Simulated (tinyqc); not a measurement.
## Deep-level transient spectroscopy: the DLTS spectrum

Schottky contact on an n-type layer with shallow donors Nd (all ionised) and a donor-like deep trap, neutral when filled and positive when empty; depletion approximation. Traps within lam of the depletion edge stay filled. A long pulse to Vp fills the traps beyond x1 = Wp - lam; back at Vr those between x1 and x2 = Wr - lam emit. A rate window reads S = C(t2) - C(t1).

Emission rate en = sn vth(T) Nc(T) exp(-Et/kB T) = sn g T^2 exp(-Et/kB T), g = vth Nc/(300 K)^2, as vth goes as T^0.5 and Nc as T^1.5 (degeneracy factor 1). lam = sqrt(2 eps0 eps_r (EF - ET)/(q Nd)), EF - ET = Et - (kB T/q) ln(Nc(T)/Nd), Nc(T) = Nc (T/300 K)^1.5. In the steady state at the band bending V, 2 eps0 eps_r V/q = Nd W^2 + Nt (W - lam)^2 (the second term only if W > lam). W(t)^2 = Wr^2 + (Nt/Nd)(x2^2 - x1^2) exp(-en t), C = eps0 eps_r/W; for small Nt, dC/C = -(Nt/2 Nd) G exp(-en t) with G = (x2^2 - x1^2)/Wr^2. For an exponential transient S peaks where en = ew = ln(t2/t1)/(t2 - t1).

Values chosen for this exercise; material values close to those of indium phosphide: relative permittivity eps_r = 12.6; conduction-band density of states at 300 K Nc = 5.74e17 cm^-3; thermal velocity at 300 K vth = 4e7 cm/s; shallow donor density Nd = 1e16 cm^-3; built-in voltage Vbi = 0.8 V; depth of the trap below the conduction edge Et = 0.22 eV; capture cross-section sn = 6.2e-14 cm^2; trap density Nt = 4.3e14 cm^-3; reverse bias Vr = 4 V; reverse bias during the filling pulse Vp = 0 V; first sampling time t1 = 10 ms; second sampling time t2 = 50 ms.

Constants: q = 1.602176634e-19 C, kB = 1.380649e-23 J/K, eps0 = 8.8541878128e-14 F/cm where lengths are in cm. Results are converted to the units shown.

Results:

| T (K) | en (1/s) | S (pF/cm^2) |
|---|---|---|
| 96 | 0.4113 | 2.732 |
| 100 | 1.293 | 8.385 |
| 103 | 2.885 | 17.89 |
| 107 | 7.866 | 42.41 |
| 115 | 47.78 | 91.58 |
| 118 | 88.45 | 69.94 |
| 122 | 192.2 | 25.69 |
| 126 | 398.3 | 3.284 |
| 130 | 791.0 | 0.06488 |
| 133 | 1289 | 4.450e-4 |
| 137 | 2396 | 6.962e-9 |

Estimate the missing row, T = 111 K.

Computed row:

| T (K) | en (1/s) | S (pF/cm^2) |
|---|---|---|
| 111 | 20.00 | 77.33 |

With this row back in the table: S goes from 2.73 through a maximum of 91.6 (at T = 115 K among the rows listed) to 6.96e-9 pF/cm^2; en equals ew = 40.2 1/s at 114.2 K. Colder, the trap has hardly emitted by t2; warmer, it is empty before t1. Rows above half of the largest S span 111 to 118 K. In 4 of the 12 rows T is below 110 K, where shallow donors begin to freeze out; the model keeps them ionised.

Computed by the program tinyqc: `OMP_NUM_THREADS=1 python tinyqc.py 2050127 2050128 out.jsonl`, one thread of a shared Intel Xeon 2.30GHz, about 0.01 s for the whole run.
